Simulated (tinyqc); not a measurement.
Worked calculation: CCSD on RHF in the sto-3g basis, for BeH2, spin multiplicity 1. Computed by tinyqc, a small Python program that keeps every step (integrals from PySCF). Settings: charge = 0, multiplicity = 1, basis = sto-3g, method = RHF, energy threshold = 1e-10, iteration cap = 60, orthogonalisation = symmetric, start = core, DIIS depth = 6, amplitude equations = CCSD, DIIS depth for amplitudes = 4, cap on updates = 70. Command: `OMP_NUM_THREADS=1 python tinyqc.py 25530 25531 out.jsonl` (the two numbers bound the seeds that draw the settings). One thread of a shared host (Intel(R) Xeon(R) Processor @ 2.60GHz), about 0.2 s of CPU time with the checks. The early iterations of the SCF are left out here.

## One-electron integrals

Geometry (angstrom):
```
atom,x,y,z
Be,0.0000,0.0000,0.0000
H,0.0000,1.3930,0.0000
H,0.0000,-1.3930,0.0000
```

Basis sto-3g: exponents (1/bohr^2) and contraction coefficients of normalised primitives:
```
element,l (shell),exponent,coefficient
Be,s (1),30.1679,0.1543
Be,s (1),5.4951,0.5353
Be,s (1),1.4872,0.4446
Be,s (2),1.3148,-0.1000
Be,s (2),0.3055,0.3995
Be,s (2),0.0994,0.7001
Be,p (3),1.3148,0.1559
Be,p (3),0.3055,0.6077
Be,p (3),0.0994,0.3920
H,s (1),3.4253,0.1543
H,s (1),0.6239,0.5353
H,s (1),0.1689,0.4446
```

Overlap, kinetic and nuclear-attraction integrals over the contracted functions; the nuclear repulsion is the sum of Za Zb / Rab.

nuclear repulsion = 3.229007 hartree

overlap S, lower triangle:
```
,1Be 1s,1Be 2s,1Be 2px,1Be 2py,1Be 2pz,2H 1s,3H 1s
1Be 1s,1.0000
1Be 2s,0.2595,1.0000
1Be 2px,0.0000,0.0000,1.0000
1Be 2py,0.0000,0.0000,0.0000,1.0000
1Be 2pz,0.0000,0.0000,0.0000,0.0000,1.0000
2H 1s,0.0618,0.4387,0.0000,0.5105,0.0000,1.0000
3H 1s,0.0618,0.4387,0.0000,-0.5105,0.0000,0.0284,1.0000
```

kinetic energy T (hartree), lower triangle:
```
,1Be 1s,1Be 2s,1Be 2px,1Be 2py,1Be 2pz,2H 1s,3H 1s
1Be 1s,6.6940
1Be 2s,-0.0330,0.2111
1Be 2px,0.0000,0.0000,0.6606
1Be 2py,0.0000,0.0000,0.0000,0.6606
1Be 2pz,0.0000,0.0000,0.0000,0.0000,0.6606
2H 1s,-0.0156,0.0611,0.0000,0.1765,0.0000,0.7600
3H 1s,-0.0156,0.0611,0.0000,-0.1765,0.0000,-0.0085,0.7600
```

nuclear attraction V (hartree), lower triangle:
```
,1Be 1s,1Be 2s,1Be 2px,1Be 2py,1Be 2pz,2H 1s,3H 1s
1Be 1s,-15.3209
1Be 2s,-2.0964,-3.0304
1Be 2px,0.0000,0.0000,-2.9384
1Be 2py,0.0000,0.0000,0.0000,-3.1595
1Be 2pz,0.0000,0.0000,0.0000,0.0000,-2.9384
2H 1s,-0.4981,-1.2745,0.0000,-1.4492,0.0000,-2.9264
3H 1s,-0.4981,-1.2745,0.0000,1.4492,0.0000,-0.0969,-2.9264
```

core Hamiltonian H = T + V (hartree), lower triangle:
```
,1Be 1s,1Be 2s,1Be 2px,1Be 2py,1Be 2pz,2H 1s,3H 1s
1Be 1s,-8.6269
1Be 2s,-2.1294,-2.8193
1Be 2px,0.0000,0.0000,-2.2778
1Be 2py,0.0000,0.0000,0.0000,-2.4990
1Be 2pz,0.0000,0.0000,0.0000,0.0000,-2.2778
2H 1s,-0.5137,-1.2133,0.0000,-1.2727,0.0000,-2.1664
3H 1s,-0.5137,-1.2133,0.0000,1.2727,0.0000,-0.1054,-2.1664
```

## Two-electron integrals

Functions are numbered as in S; the eight-fold symmetry (ij|kl) = (ji|kl) = (kl|ij) leaves the list below.

Two-electron integrals (ij|kl) in chemists' order, unique and non-zero (hartree):
```
i,j,k,l,(ij|kl)
1,1,1,1,2.2988
2,1,1,1,0.3920
2,1,2,1,0.0795
2,2,1,1,0.5710
2,2,2,1,0.1430
2,2,2,2,0.4177
3,1,3,1,0.0146
3,2,3,1,0.0219
3,2,3,2,0.0923
3,3,1,1,0.5696
3,3,2,1,0.1431
3,3,2,2,0.4176
3,3,3,3,0.4499
4,1,4,1,0.0146
4,2,4,1,0.0219
4,2,4,2,0.0923
4,3,4,3,0.0242
4,4,1,1,0.5696
4,4,2,1,0.1431
4,4,2,2,0.4176
4,4,3,3,0.4014
4,4,4,4,0.4499
5,1,5,1,0.0146
5,2,5,1,0.0219
5,2,5,2,0.0923
5,3,5,3,0.0242
5,4,5,4,0.0242
5,5,1,1,0.5696
5,5,2,1,0.1431
5,5,2,2,0.4176
5,5,3,3,0.4014
5,5,4,4,0.4014
5,5,5,5,0.4499
6,1,1,1,0.0924
6,1,2,1,0.0187
6,1,2,2,0.0339
6,1,3,3,0.0337
6,1,4,1,0.0017
6,1,4,2,0.0031
6,1,4,4,0.0344
6,1,5,5,0.0337
6,1,6,1,0.0046
6,2,1,1,0.2115
6,2,2,1,0.0537
6,2,2,2,0.1692
6,2,3,3,0.1630
6,2,4,1,0.0071
6,2,4,2,0.0421
6,2,4,4,0.1816
6,2,5,5,0.1630
6,2,6,1,0.0140
6,2,6,2,0.0997
6,3,3,1,0.0051
6,3,3,2,0.0234
6,3,4,3,0.0074
6,3,6,3,0.0095
6,4,1,1,0.2225
6,4,2,1,0.0572
6,4,2,2,0.1892
6,4,3,3,0.1780
6,4,4,1,0.0115
6,4,4,2,0.0658
6,4,4,4,0.2114
6,4,5,5,0.1780
6,4,6,1,0.0156
6,4,6,2,0.1271
6,4,6,4,0.1679
6,5,5,1,0.0051
6,5,5,2,0.0234
6,5,5,4,0.0074
6,5,6,5,0.0095
6,6,1,1,0.3770
6,6,2,1,0.0975
6,6,2,2,0.3432
6,6,3,3,0.3182
6,6,4,1,0.0155
6,6,4,2,0.1178
6,6,4,4,0.3928
6,6,5,5,0.3182
6,6,6,1,0.0261
6,6,6,2,0.2534
6,6,6,4,0.3440
6,6,6,6,0.7746
7,1,1,1,0.0924
7,1,2,1,0.0187
7,1,2,2,0.0339
7,1,3,3,0.0337
7,1,4,1,-0.0017
7,1,4,2,-0.0031
7,1,4,4,0.0344
7,1,5,5,0.0337
7,1,6,1,0.0042
7,1,6,2,0.0118
7,1,6,4,0.0121
7,1,6,6,0.0211
7,1,7,1,0.0046
7,2,1,1,0.2115
7,2,2,1,0.0537
7,2,2,2,0.1692
7,2,3,3,0.1630
7,2,4,1,-0.0071
7,2,4,2,-0.0421
7,2,4,4,0.1816
7,2,5,5,0.1630
7,2,6,1,0.0118
7,2,6,2,0.0531
7,2,6,4,0.0539
7,2,6,6,0.1002
7,2,7,1,0.0140
7,2,7,2,0.0997
7,3,3,1,0.0051
7,3,3,2,0.0234
7,3,4,3,-0.0074
7,3,6,3,0.0041
7,3,7,3,0.0095
7,4,1,1,-0.2225
7,4,2,1,-0.0572
7,4,2,2,-0.1892
7,4,3,3,-0.1780
7,4,4,1,0.0115
7,4,4,2,0.0658
7,4,4,4,-0.2114
7,4,5,5,-0.1780
7,4,6,1,-0.0121
7,4,6,2,-0.0539
7,4,6,4,-0.0523
7,4,6,6,-0.0999
7,4,7,1,-0.0156
7,4,7,2,-0.1271
7,4,7,4,0.1679
7,5,5,1,0.0051
7,5,5,2,0.0234
7,5,5,4,-0.0074
7,5,6,5,0.0041
7,5,7,5,0.0095
7,6,1,1,0.0179
7,6,2,1,0.0044
7,6,2,2,0.0125
7,6,3,3,0.0123
7,6,4,4,0.0128
7,6,5,5,0.0123
7,6,6,1,0.0011
7,6,6,2,0.0052
7,6,6,4,0.0059
7,6,6,6,0.0108
7,6,7,1,0.0011
7,6,7,2,0.0052
7,6,7,4,-0.0059
7,6,7,6,3.78e-04
7,7,1,1,0.3770
7,7,2,1,0.0975
7,7,2,2,0.3432
7,7,3,3,0.3182
7,7,4,1,-0.0155
7,7,4,2,-0.1178
7,7,4,4,0.3928
7,7,5,5,0.3182
7,7,6,1,0.0211
7,7,6,2,0.1002
7,7,6,4,0.0999
7,7,6,6,0.1899
7,7,7,1,0.0261
7,7,7,2,0.2534
7,7,7,4,-0.3440
7,7,7,6,0.0108
7,7,7,7,0.7746
```

## Orthogonalisation

S = U s U^T; symmetric (Loewdin) form X = U s^(-1/2) U^T, so that X^T S X = 1.

eigenvalues of S: 0.2637  0.3672  0.9423  1.0000  1.0000  1.7079  1.7189

X, lower triangle:
```
,1Be 1s,1Be 2s,1Be 2px,1Be 2py,1Be 2pz,2H 1s,3H 1s
1Be 1s,1.0285
1Be 2s,-0.1531,1.2333
1Be 2px,0.0000,0.0000,1.0000
1Be 2py,0.0000,0.0000,0.0000,1.3446
1Be 2pz,0.0000,0.0000,0.0000,0.0000,1.0000
2H 1s,0.0193,-0.2931,0.0000,-0.4179,0.0000,1.2746
3H 1s,0.0193,-0.2931,0.0000,0.4179,0.0000,-0.0933,1.2746
```

## Iteration 7 (converged): orbitals

converged F (hartree), lower triangle:
```
,1Be 1s,1Be 2s,1Be 2px,1Be 2py,1Be 2pz,2H 1s,3H 1s
1Be 1s,-4.5192
1Be 2s,-1.2882,-0.6222
1Be 2px,0.0000,0.0000,0.2130
1Be 2py,0.0000,0.0000,0.0000,-0.2140
1Be 2pz,0.0000,0.0000,0.0000,0.0000,0.2130
2H 1s,-0.3162,-0.3966,0.0000,-0.3274,0.0000,-0.2912
3H 1s,-0.3162,-0.3966,0.0000,0.3274,0.0000,-0.0386,-0.2912
```

Diagonalise F' = X^T F X, C = X C', fill 3 alpha and 3 beta electrons from the bottom; D = 2 C_occ C_occ^T. Each column has its largest component positive (the first on a tie).

F' = X^T F X (hartree), lower triangle:
```
,1,2,3,4,5,6,7
1,-4.4100
2,-0.6934,-0.1059
3,0.0000,0.0000,0.2130
4,0.0000,0.0000,0.0000,0.2606
5,0.0000,0.0000,0.0000,0.0000,0.2130
6,-0.0412,-0.3212,0.0000,-0.4518,0.0000,0.0901
7,-0.0412,-0.3212,0.0000,0.4518,0.0000,-0.1110,0.0901
```

orbital energies (hartree): MO1 -4.5227, MO2 -0.4468, MO3 -0.4088, MO4 0.2130, MO5 0.2130, MO6 0.4325, MO7 0.8705

coefficients C:
```
,MO1,MO2,MO3,MO4,MO5,MO6,MO7
1Be 1s,0.9918,-0.2201,0.0000,0.0000,0.0000,-0.2235,0.0000
1Be 2s,0.0318,0.5709,0.0000,0.0000,0.0000,1.1787,0.0000
1Be 2px,0.0000,0.0000,0.0000,1.0000,0.0000,0.0000,0.0000
1Be 2py,0.0000,0.0000,0.5010,0.0000,0.0000,0.0000,1.3807
1Be 2pz,0.0000,0.0000,0.0000,0.0000,1.0000,0.0000,0.0000
2H 1s,-0.0033,0.3934,0.4111,0.0000,0.0000,-0.7933,-0.9701
3H 1s,-0.0033,0.3934,-0.4111,0.0000,0.0000,-0.7933,0.9701
```

D after iteration 7, lower triangle:
```
,1Be 1s,1Be 2s,1Be 2px,1Be 2py,1Be 2pz,2H 1s,3H 1s
1Be 1s,2.0641
1Be 2s,-0.1883,0.6538
1Be 2px,0.0000,0.0000,0.0000
1Be 2py,0.0000,0.0000,0.0000,0.5019
1Be 2pz,0.0000,0.0000,0.0000,0.0000,0.0000
2H 1s,-0.1796,0.4489,0.0000,0.4119,0.0000,0.6475
3H 1s,-0.1796,0.4489,0.0000,-0.4119,0.0000,-0.0286,0.6475
```

Within a degenerate level the vectors are fixed only up to a rotation; this is one choice.

## Convergence

Stop when the energy changes by less than 1e-10 hartree and every element of the error matrix X^T (F D S - S D F) X is below 3e-06.

Course of the cycle:
```
iteration,E (hartree),change,largest element of the error matrix
1,-15.033604,-,5.63e-01
2,-15.550588,-5.17e-01,5.13e-02
3,-15.553492,-2.90e-03,1.44e-03
4,-15.553498,-5.92e-06,2.77e-04
5,-15.553498,-2.02e-07,1.10e-05
6,-15.553498,-1.65e-10,5.64e-09
7,-15.553498,1.07e-14,2.65e-09
```

PySCF RHF in the same basis = -15.553498 hartree

Converged in 7 iterations.

## Integrals over molecular orbitals

(pq|rs) = sum C_ip C_jq C_kr C_ls (ij|kl), one index at a time.

one-electron integrals over orbitals h = C^T H C (hartree), lower triangle:
```
,1,2,3,4,5,6,7
1,-8.6153
2,0.2196,-2.4165
3,0.0000,0.0000,-2.3724
4,0.0000,0.0000,0.0000,-2.2778
5,0.0000,0.0000,0.0000,0.0000,-2.2778
6,0.1984,-0.1947,0.0000,0.0000,0.0000,-1.9116
7,0.0000,0.0000,-0.2922,0.0000,0.0000,0.0000,-1.8244
```

Two-electron integrals over orbitals (pq|rs), unique and non-zero (hartree):
```
p,q,r,s,(pq|rs)
1,1,1,1,2.2716
2,1,1,1,-0.1947
2,1,2,1,0.0256
2,2,1,1,0.4787
2,2,2,1,-0.0064
2,2,2,2,0.3916
3,1,3,1,0.0057
3,2,3,1,0.0132
3,2,3,2,0.1631
3,3,1,1,0.4475
3,3,2,1,-0.0027
3,3,2,2,0.4047
3,3,3,3,0.4280
4,1,4,1,0.0158
4,2,4,1,0.0152
4,2,4,2,0.0488
4,3,4,3,0.0140
4,4,1,1,0.5692
4,4,2,1,-0.0078
4,4,2,2,0.3647
4,4,3,3,0.3508
4,4,4,4,0.4499
5,1,5,1,0.0158
5,2,5,1,0.0152
5,2,5,2,0.0488
5,3,5,3,0.0140
5,4,5,4,0.0242
5,5,1,1,0.5692
5,5,2,1,-0.0078
5,5,2,2,0.3647
5,5,3,3,0.3508
5,5,4,4,0.4014
5,5,5,5,0.4499
6,1,1,1,-0.1862
6,1,2,1,0.0252
6,1,2,2,-0.0065
6,1,3,3,-0.0037
6,1,4,4,-0.0051
6,1,5,5,-0.0051
6,1,6,1,0.0249
6,2,1,1,0.1193
6,2,2,1,-0.0065
6,2,2,2,-0.0217
6,2,3,3,-0.0454
6,2,4,4,0.0567
6,2,5,5,0.0567
6,2,6,1,-0.0045
6,2,6,2,0.0791
6,3,3,1,-0.0019
6,3,3,2,-0.0937
6,3,6,3,0.0841
6,4,4,1,0.0164
6,4,4,2,0.0472
6,4,6,4,0.0506
6,5,5,1,0.0164
6,5,5,2,0.0472
6,5,6,5,0.0506
6,6,1,1,0.4726
6,6,2,1,-0.0067
6,6,2,2,0.3912
6,6,3,3,0.4023
6,6,4,4,0.3635
6,6,5,5,0.3635
6,6,6,1,-0.0063
6,6,6,2,-0.0325
6,6,6,6,0.4068
7,1,3,1,0.0107
7,1,3,2,0.0198
7,1,6,3,-0.0013
7,1,7,1,0.0205
7,2,3,1,0.0039
7,2,3,2,-0.0427
7,2,6,3,0.0615
7,2,7,1,0.0077
7,2,7,2,0.0567
7,3,1,1,0.1436
7,3,2,1,-0.0047
7,3,2,2,-0.0037
7,3,3,3,-0.0196
7,3,4,4,0.0626
7,3,5,5,0.0626
7,3,6,1,-0.0035
7,3,6,2,0.0746
7,3,6,6,-0.0243
7,3,7,3,0.0837
7,4,4,3,0.0136
7,4,7,4,0.0167
7,5,5,3,0.0136
7,5,7,5,0.0167
7,6,3,1,0.0108
7,6,3,2,0.1421
7,6,6,3,-0.0941
7,6,7,1,0.0165
7,6,7,2,-0.0533
7,6,7,6,0.1396
7,7,1,1,0.5691
7,7,2,1,-0.0086
7,7,2,2,0.4203
7,7,3,3,0.4385
7,7,4,4,0.3875
7,7,5,5,0.3875
7,7,6,1,-0.0085
7,7,6,2,-0.0313
7,7,6,6,0.4290
7,7,7,3,-0.0064
7,7,7,7,0.4792
```

## CCSD: starting amplitudes

t_ij^ab = <ij||ab> / (e_i + e_j - e_a - e_b), whose energy is MP2.

Starting amplitudes (spin orbitals 1a, 1b, ...; amplitudes related by a flip of all spins are not repeated):
```
from,to,t
3a 3b,6a 6b,-0.0500
2a 2b,6a 6b,-0.0450
2a 2b,4a 4b,-0.0369
2a 2b,5a 5b,-0.0369
2a 3b,6a 7b,-0.0345
3a 3b,7a 7b,-0.0327
2a 3b,6b 7a,0.0285
2a 2b,7a 7b,-0.0215
3a 3b,4a 4b,-0.0113
3a 3b,5a 5b,-0.0113
2a 3a,6a 7a,-0.0061
1a 2b,4a 4b,-0.0028
1a 2b,5a 5b,-0.0028
1a 1b,6a 6b,-0.0025
1a 1b,7a 7b,-0.0019
1a 1b,4a 4b,-0.0017
1a 1b,5a 5b,-0.0017
1a 2b,7a 7b,-0.0011
1a 2b,6a 6b,0.0008
1a 3b,6a 7b,0.0006
1a 3a,6a 7a,3.41e-04
1a 3b,6b 7a,-2.14e-04
```

correlation energy = -0.024813 hartree

## CCSD: amplitude update 1

t_i^a D_i^a and t_ij^ab D_ij^ab are set to the remaining terms of the spin-orbital equations, evaluated with the old amplitudes; for the doubles these are <ij||ab> + 1/2 <ab||ef> t_ij^ef + 1/2 <mn||ij> t_mn^ab + P(ij)P(ab) <mb||ej> t_im^ae + terms in t^2 + terms with t1, D the orbital-energy denominators.

Amplitudes after update 1 (spin orbitals 1a, 1b, ...; amplitudes related by a flip of all spins are not repeated; the 24 largest):
```
from,to,t
3a 3b,6a 6b,-0.0688
2a 2b,6a 6b,-0.0584
2a 3b,6a 7b,-0.0475
2a 2b,4a 4b,-0.0469
2a 2b,5a 5b,-0.0469
3a 3b,7a 7b,-0.0417
2a 3b,6b 7a,0.0406
2a 2b,7a 7b,-0.0280
3a 3b,4a 4b,-0.0082
3a 3b,5a 5b,-0.0082
2a 3a,6a 7a,-0.0069
2a,6a,0.0052
1a 2b,4a 4b,-0.0031
1a 2b,5a 5b,-0.0031
1a 1b,6a 6b,-0.0021
1a 1b,7a 7b,-0.0017
1a 1b,4a 4b,-0.0016
1a 1b,5a 5b,-0.0016
1a 2b,7a 7b,-0.0013
3a,7a,-0.0013
1a 2b,6a 6b,0.0009
1a 3b,6a 7b,0.0005
1a,6a,3.04e-04
1a 3a,6a 7a,2.99e-04
```

correlation energy = -0.032898 hartree

## CCSD: convergence

E_corr = 1/4 sum <ij||ab> t_ij^ab + 1/2 sum <ij||ab> t_i^a t_j^b; stop when the norm of the change is below 1e-8.

Course of the amplitude iterations:
```
update,correlation energy (hartree),norm of the change
0,-0.024813,-
1,-0.032898,7.79e-02
2,-0.035744,3.03e-02
3,-0.037490,1.29e-02
4,-0.037475,2.31e-03
5,-0.037482,4.50e-04
6,-0.037481,3.87e-05
7,-0.037481,1.36e-05
8,-0.037481,3.32e-06
9,-0.037481,6.52e-07
10,-0.037481,9.15e-08
11,-0.037481,3.58e-08
12,-0.037481,1.15e-08
13,-0.037481,2.96e-09
```

Converged amplitudes (spin orbitals 1a, 1b, ...; amplitudes related by a flip of all spins are not repeated; the 24 largest):
```
from,to,t
3a 3b,6a 6b,-0.0853
2a 2b,6a 6b,-0.0638
2a 3b,6a 7b,-0.0543
2a 2b,4a 4b,-0.0539
2a 2b,5a 5b,-0.0539
2a 3b,6b 7a,0.0468
3a 3b,7a 7b,-0.0455
2a 2b,7a 7b,-0.0313
2a,6a,0.0111
2a 3a,6a 7a,-0.0075
3a,7a,-0.0035
1a 2b,4a 4b,-0.0031
1a 2b,5a 5b,-0.0031
1a 1b,6a 6b,-0.0020
1a 1b,7a 7b,-0.0017
1a 1b,4a 4b,-0.0015
1a 1b,5a 5b,-0.0015
1a 2b,7a 7b,-0.0014
1a 2b,6a 6b,0.0009
3a 3b,4a 4b,-0.0006
3a 3b,5a 5b,-0.0006
1a 3b,6a 7b,4.99e-04
1a,6a,3.56e-04
1a 3b,6b 7a,-3.12e-04
```

CCSD total energy = -15.590979 hartree

T1 diagnostic, norm of the one-spin t1 over sqrt(correlated electrons) = 0.0048

Converged in 13 updates, with DIIS from the third.
